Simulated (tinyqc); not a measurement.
What a measurement delay does to the time exponent: bias-temperature instability from a Gaussian distribution of capture and emission barriers. Computed by tinyqc, a small Python program. Command: `OMP_NUM_THREADS=1 python tinyqc.py 3007491 3007492 out.jsonl bti walk`. One thread of a shared host (Intel(R) Xeon(R) Processor @ 2.30GHz), about 0.01 s of CPU time with the checks.

Each trap has a capture time tau_0 exp(E_c/(k_B T)) under stress and an emission time tau_0 exp(E_e/(k_B T)) after it. E_c is Gaussian, and E_e = E_c + d with d Gaussian and independent. A trap counts as filled once t_s exceeds its capture time and as emptied once t_r exceeds its emission time.

Inputs (values chosen for the exercise, for a model p-channel transistor):

| quantity | value | unit |
|---|---|---|
| shift with all traps filled V_max | 260 | mV |
| mean capture barrier at zero field mu_c | 1.83 | eV |
| spread of capture barriers sigma_c | 0.4 | eV |
| lowering of mu_c per field k_F | 0.043 | eV/(MV/cm) |
| oxide field F | 8.3 | MV/cm |
| mean of E_e - E_c at the stress field, delta | -0.0011 | eV |
| spread of E_e - E_c, sigma_d | 0.32 | eV |
| time constant tau_0 | 3e-09 | s |
| temperature T | 175 | C |
| stress time t_s | 4 | s |

Constants: k_B = 8.617333262e-05 eV/K.

Method:
- Demarcation energies E_s = k_B T ln(t_s/tau_0), E_r = k_B T ln(t_r/tau_0); mean barrier mu = mu_c - k_F F; z = (E_s - mu)/sigma_c; Phi is the standard normal distribution.
- Temperatures in kelvin are T(C) + 273.15.
- Shift without recovery dV0 = V_max Phi(z); local time exponent n = d ln dV0/d ln t_s = (k_B T/sigma_c) exp(-z^2/2)/(sqrt(2 pi) Phi(z)); apparent activation energy n E_s.
- Remaining shift dV = V_max int_(-infinity)^(E_s) g(E_c) [1 - Phi((E_r - E_c - delta)/sigma_d)] dE_c, g the Gaussian density of E_c (Gauss-Legendre, 120 points over 7 sigma_c below E_s).
- Columns: no delay, and delays of 1 us, 1 ms and 1 s.

mean barrier mu = 1.4731 eV

Shift (mV):

| t_s (s) | no delay | 1 us | 1 ms | 1 s |
|---|---|---|---|---|
| 1.00e+00 | 9.59 | 8.22 | 5.997 | 3.134 |
| 1.00e+01 | 15.26 | 13.69 | 10.735 | 6.294 |
| 1.00e+02 | 23.29 | 21.57 | 17.912 | 11.611 |
| 1.00e+03 | 34.09 | 32.27 | 28.029 | 19.784 |
| 1.00e+04 | 47.94 | 46.06 | 41.381 | 31.336 |
| 1.00e+05 | 64.83 | 62.92 | 57.958 | 46.438 |
| 1.00e+06 | 84.46 | 82.53 | 77.401 | 64.809 |
| 1.00e+07 | 106.16 | 104.23 | 99.010 | 85.729 |

What does the comparison show, and why?

Between 10 and 1000 s the apparent exponent is 0.174 without delay, 0.186 at 1 us, 0.208 at 1 ms and 0.249 at 1 s: a slow measurement loses more of a short stress than of a long one, which steepens the curve. Without delay the exponent falls from 0.202 to 0.099 over the table, so the growth is not a true power law. Caution: step-function filling and one Gaussian population are simplifications; real devices show several populations.
